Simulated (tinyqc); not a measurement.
Inside a calculation. Model: small-signal admittance of a forward-biased p+-n diode.

Program tinyqc, `OMP_NUM_THREADS=1 python tinyqc.py 2890173 2890174 out.jsonl`; Intel Xeon 2.30GHz, shared host, one thread, about 0.01 s. Printed values are rounded.

Holes injected into a neutral base of width wb with an ohmic contact at its end; low injection, p0 far above the equilibrium density. A small voltage v exp(i w t), w = 2 pi f, modulates the edge density by p0 v/Vt, and the small-signal density obeys Dp d2p/dx2 = (1/tau + i w) p.

Parameters, values chosen for the exercise; permittivity close to that of germanium: temperature T = 300 K; relative permittivity eps_r = 16; donor density of the base Nd = 3e15 cm^-3; hole diffusion coefficient Dp = 31 cm^2/s; hole lifetime tau = 1e-8 s; width of the neutral base wb = 5.1 um; excess hole density at the junction edge p0 = 3.9e11 cm^-3; acceptor density of the p+ side Na = 6e18 cm^-3; signal frequency f = 2.3e6 Hz.

Constants: q = 1.602176634e-19 C, kB = 1.380649e-23 J/K, Vt = kB T/q, eps0 = 8.8541878128e-14 F/cm where lengths are in cm. Results are converted to the units shown.

## Closed-form admittance

L = sqrt(Dp tau); direct current J = (q Dp p0/L) coth(wb/L); k = sqrt(1 + i w tau)/L; diffusion admittance Y = (q Dp p0/Vt) k coth(k wb) = G + i w C_diff; junction capacitance C_j = sqrt(q eps0 eps_r Nd/(2 Vr)) in the depletion approximation, with the remaining barrier Vr = Vt ln(Na/p0), a rough value under forward bias; base-width modulation is left out.

L = 5.567764 um
J = 0.004805308 A/cm^2
k wb = 0.9183628+0.0660149i
Y = 0.1859158+0.0053448i S/cm^2
C_diff = 3.698516e-4 uF/cm^2
C_j = 0.02821005 uF/cm^2

G is 1.00 times its low-frequency value J/Vt, and C_diff is 0.0131 times C_j.

## The same by finite differences

9 equal intervals, h = wb/9; u = small-signal density over its edge value, u_0 = 1, u_9 = 0; u_(i-1) + b u_i + u_(i+1) = 0 with b = -2 - h^2 (1/tau + i w)/Dp; Y = (q Dp p0/(Vt h)) (-b/2 - u_1), which includes the half box at the edge.

b = -2.010358-0.001497i
u, node 1 to 8: 0.8643561-0.0033291i  0.7376706-0.0053989i  0.6186342-0.0064203i  0.5060155-0.0065822i  0.3986483-0.0060548i  0.2954194-0.0049934i  0.1952581-0.0035415i  0.0971246-0.0018339i
Y on the mesh = 0.1862039+0.0053916i S/cm^2

Against the closed form the real part is 0.15 % above it and the imaginary part 0.88 % above it; |k h| = 0.10.
